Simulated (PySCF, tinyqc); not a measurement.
CIS and TDHF on RHF in the 6-31g basis, for H3+, spin multiplicity 1, step by step. The lowest restricted solution is unstable here: a spin-polarised one lies 0.0061 hartree lower (PySCF). One step of it, computed by the program tinyqc.

Question. TDHF (RPA) triplet states. B(ia,jb) = - (ib|ja); the squared energies are the eigenvalues of (A - B)(A + B); 1 hartree = 27.211386 eV.

CIS matrix A, triplet (hartree):
```
           1>2        1>3        1>4        1>5       1>6
1>2   0.071401  -0.000008  -0.000004   0.075529  0.000007
1>3  -0.000008   0.361219   0.059551  -0.000004  0.111426
1>4  -0.000004   0.059551   1.082910  -0.000022  0.020686
1>5   0.075529  -0.000004  -0.000022   1.179121  0.000019
1>6   0.000007   0.111426   0.020686   0.000019  1.168503
```

Two-electron integrals over orbitals (pq|rs), unique and non-zero (hartree):
```
(11|11) 0.497269    (21|11) -0.000018   (21|21) 0.117850    (22|11) 0.396319
(22|21) 0.000024    (22|22) 0.415724    (31|11) 0.077718    (31|21) 0.000005
(31|22) -0.022367   (31|31) 0.083844    (32|11) 0.000008    (32|21) -0.100886
(32|22) -0.000023   (32|31) -0.000010   (32|32) 0.108959    (33|11) 0.402636
(33|21) -0.000018   (33|22) 0.366001    (33|31) 0.027873    (33|32) 0.000016
(33|33) 0.366764    (41|11) 0.052941    (41|21) -3.90e-07   (41|22) 0.070235
(41|31) -0.017430   (41|32) -1.06e-06   (41|33) 0.042674    (41|41) 0.044346
(42|11) 3.62e-06    (42|21) 0.067370    (42|22) 0.000030    (42|31) -2.94e-07
(42|32) -0.054212   (42|33) 2.41e-06    (42|41) 0.000011    (42|42) 0.078956
(43|11) -0.059551   (43|21) -2.93e-06   (43|22) -0.064212   (43|31) 0.006622
(43|32) 2.16e-06    (43|33) -0.040007   (43|41) -0.033011   (43|42) -0.000011
(43|43) 0.038792    (44|11) 0.384287    (44|21) 0.000030    (44|22) 0.405415
(44|31) -0.023669   (44|32) -0.000029   (44|33) 0.352547    (44|41) 0.080131
(44|42) 0.000041    (44|43) -0.074531   (44|44) 0.420486    (51|11) 0.000026
(51|21) -0.046713   (51|22) 2.23e-06    (51|31) 3.36e-06    (51|32) 0.039970
(51|33) 0.000020    (51|41) 0.000007    (51|42) -0.055378   (51|43) -2.38e-06
(51|44) -2.70e-06   (51|51) 0.039602    (52|11) -0.075529   (52|21) -1.41e-06
(52|22) -0.096120   (52|31) 0.021231    (52|32) -9.86e-08   (52|33) -0.057315
(52|41) -0.057092   (52|42) -0.000016   (52|43) 0.051404    (52|44) -0.112048
(52|51) -0.000007   (52|52) 0.079358    (53|11) 4.30e-06    (53|21) 0.032924
(53|22) 1.54e-06    (53|31) 0.000013    (53|32) -0.020704   (53|33) 1.74e-06
(53|41) -1.50e-06   (53|42) 0.049812    (53|43) 3.20e-06    (53|44) 4.70e-06
(53|51) -0.033460   (53|52) 3.25e-06    (53|53) 0.036312    (54|11) 0.000022
(54|21) -0.153277   (54|22) -0.000037   (54|31) -4.34e-06   (54|32) 0.143883
(54|33) 0.000023    (54|41) -4.69e-06   (54|42) -0.106057   (54|43) 0.000005
(54|44) -0.000051   (54|51) 0.075967    (54|52) 0.000006    (54|53) -0.052460
(54|54) 0.233539    (55|11) 0.375847    (55|21) -0.000017   (55|22) 0.406094
(55|31) -0.031176   (55|32) 0.000014    (55|33) 0.349808    (55|41) 0.081870
(55|42) 0.000008    (55|43) -0.073753   (55|44) 0.421802    (55|51) 0.000020
(55|52) -0.113234   (55|53) -0.000014   (55|54) 0.000019    (55|55) 0.424189
(61|11) -0.076017   (61|21) -4.72e-06   (61|22) -0.004126   (61|31) -0.060990
(61|32) 0.000012    (61|33) -0.049912   (61|41) -0.004408   (61|42) -0.000009
(61|43) -0.009418   (61|44) 0.001031    (61|51) -0.000007   (61|52) -0.005376
(61|53) -0.000020   (61|54) 0.000012    (61|55) 0.004109    (61|61) 0.088446
(62|11) -0.000007   (62|21) 0.022859    (62|22) -0.000013   (62|31) 0.000013
(62|32) -0.013384   (62|33) -0.000008   (62|41) -0.000010   (62|42) 0.021888
(62|43) 0.000008    (62|44) -0.000014   (62|51) -0.014364   (62|52) 0.000013
(62|53) 0.015634    (62|54) -0.031202   (62|55) -0.000025   (62|61) -0.000010
(62|62) 0.010973    (63|11) -0.111426   (63|21) 0.000017    (63|22) -0.041664
(63|31) -0.056556   (63|32) -0.000008   (63|33) -0.065644   (63|41) -0.021793
(63|42) 0.000011    (63|43) 0.014611    (63|44) -0.041809   (63|51) -0.000025
(63|52) 0.023711    (63|53) -1.02e-06   (63|54) -0.000023   (63|55) -0.037837
(63|61) 0.073536    (63|62) 2.31e-06    (63|63) 0.079662    (64|11) -0.020686
(64|21) -0.000025   (64|22) 0.020614    (64|31) -0.035033   (64|32) 0.000026
(64|33) -0.001445   (64|41) 0.017844    (64|42) -0.000016   (64|43) -0.006858
(64|44) 0.025579    (64|51) 0.000014    (64|52) -0.020431   (64|53) -0.000014
(64|54) 0.000037    (64|55) 0.029697    (64|61) 0.018315    (64|62) -0.000013
(64|63) 0.016579    (64|64) 0.022131    (65|11) -0.000019   (65|21) -0.034533
(65|22) 0.000010    (65|31) -0.000037   (65|32) 0.036600    (65|33) -1.56e-06
(65|41) 0.000013    (65|42) -0.025562   (65|43) -0.000009   (65|44) 0.000012
(65|51) 0.019576    (65|52) -0.000019   (65|53) -0.010114   (65|54) 0.055603
(65|55) 0.000031    (65|61) 0.000034    (65|62) -0.004273   (65|63) 0.000019
(65|64) 0.000027    (65|65) 0.016703    (66|11) 0.514238    (66|21) -0.000029
(66|22) 0.346448    (66|31) 0.137202    (66|32) 0.000014    (66|33) 0.408813
(66|41) 0.034971    (66|42) -0.000009   (66|43) -0.035058   (66|44) 0.336970
(66|51) 0.000040    (66|52) -0.043114   (66|53) 0.000016    (66|54) 0.000041
(66|55) 0.324342    (66|61) -0.153898   (66|62) 4.58e-06    (66|63) -0.167587
(66|64) -0.050672   (66|65) -0.000051   (66|66) 0.643750
```

Give: TDHF matrix B, triplet; squared energies w^2; TDHF energies from the positive w^2.

Answer.

TDHF matrix B, triplet (hartree):
```
        1>2     1>3     1>4     1>5     1>6
1>2  -0.118   0.000   0.000   0.047   0.000
1>3   0.000  -0.084   0.017   0.000   0.061
1>4   0.000   0.017  -0.044   0.000   0.004
1>5   0.047   0.000   0.000  -0.040   0.000
1>6   0.000   0.061   0.004   0.000  -0.088
```

squared energies w^2 (hartree^2): -0.011  0.105  1.162  1.398  1.409

TDHF energies from the positive w^2 (eV): 8.807  29.337  32.176  32.304

A + B or A - B has a negative eigenvalue: the restricted solution is unstable towards a spin-polarised one, a negative w^2 means an imaginary energy, and the lowest roots have no physical meaning.
